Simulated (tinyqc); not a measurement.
# From one set of inputs to another, one input at a time

Model: hopping conduction between localised states. Computed by tinyqc, a small Python program. Command: `OMP_NUM_THREADS=1 python tinyqc.py 3027518 3027519 out.jsonl hop ladder`. One thread of a shared host (Intel(R) Xeon(R) Processor @ 2.30GHz), about 0.01 s of CPU time with the checks.

Energies are counted from the Fermi level. A small network shows the mechanism; the laws of an infinite system follow.

The inputs printed are set A. Inputs not listed in the table keep their values of set A, so the rows need not describe a real material.

Inputs (values chosen for the exercise, for a model impurity band): localisation length xi = 1.2 nm; density of states g_0 = 4.9e+19 1/(eV cm^3); permittivity eps = 9.7; activation energy E_a to extended states = 0.12 eV; prefactor of activated conduction = 750 S/cm; prefactor of hopping = 0.27 S/cm; conductance scale G_0 = 1 microsiemens; temperature T = 31 K.

Dimension: 3D.

sites of the small network (nm, nm, meV), columns x, y, energy:
$$\begin{pmatrix}
0 & 2.45 & -1.66 \\
1.79 & 0.88 & 11.32 \\
5.32 & 0.97 & -16.53 \\
7.43 & 1.69 & -6.35 \\
10.69 & 3.2 & 19.5 \\
13 & 2.76 & 0.56
\end{pmatrix}$$

Constants: k_B = 8.617333262e-05 eV/K; e^2/(4 pi eps_0) = 14.39964548 eV angstrom.

Method:
- Miller-Abrahams exponent s_ij = 2 r_ij/xi + (|E_i| + |E_j| + |E_i - E_j|)/(2 k_B T); G_ij = G_0 exp(-s_ij). The diagonal is set to 0 and not used.
- Site 1 is held at potential 1 and site 6 at 0; Kirchhoff's law sum_j G_ij (u_i - u_j) = 0 fixes the others; G = sum_j G_1j (1 - u_j). G_ij = G_0 exp(-s_ij).
- Mott: T_M = 21.2/(k_B g_0 xi^3), exponent (T_M/T)^(1/4), mean hop r = (3/8) xi times the exponent. Efros-Shklovskii: T_ES = 2.8 e^2/(4 pi eps eps_0 k_B xi), exponent (T_ES/T)^(1/2). Coulomb gap width g_0^(1/2) (e^2/(4 pi eps eps_0))^(3/2). The numerical coefficients come from percolation theory and are given.
- sigma = s_1 exp(-E_a/k_B T) + s_2 exp(-larger of the two exponents); reduced activation energy w = d ln(sigma)/d ln(T) by a central difference of +/- 1 %.

Each row keeps all changes above it:
```
input moved                                       from       to  mean hop by the Mott formula (nm)  conductance G (microsiemens)  hopping part (S/cm)
set A                                                -        -                              7.874                    6.6990e-07           6.7996e-09
density of states g_0 (1/(eV cm^3))            4.9e+19  1.2e+19                             11.193                    6.6990e-07           4.2597e-12
temperature T (K)                                   31       38                             10.637                    1.7516e-06           1.4637e-11
prefactor of hopping (S/cm)                       0.27      1.4                             10.637                    1.7516e-06           7.5894e-11
activation energy E_a to extended states (eV)     0.12    0.057                             10.637                    1.7516e-06           7.5894e-11
permittivity eps                                   9.7        6                             10.637                    1.7516e-06           7.5894e-11
localisation length xi (nm)                        1.2      2.2                             12.378                    1.8221e-04           4.2692e-07
```

Mean hop by the Mott formula goes from 7.87 to 12.4, a factor 1.57 in all. The largest single move comes from density of states g_0 (a factor 1.42), and temperature T works against it (a factor 0.950). Conductance G goes from 6.70e-7 to 1.82e-4, a factor 272 in all. The largest single move comes from localisation length xi (a factor 104). Hopping part goes from 6.80e-9 to 4.27e-7, a factor 62.8 in all. The largest single move comes from localisation length xi (a factor 5630), and density of states g_0 works against it (a factor 6.26e-4). The single moves hold for this order of the switches; the total does not depend on the order.

Extremes, crossings and ranges named in words are read from the listed rows.
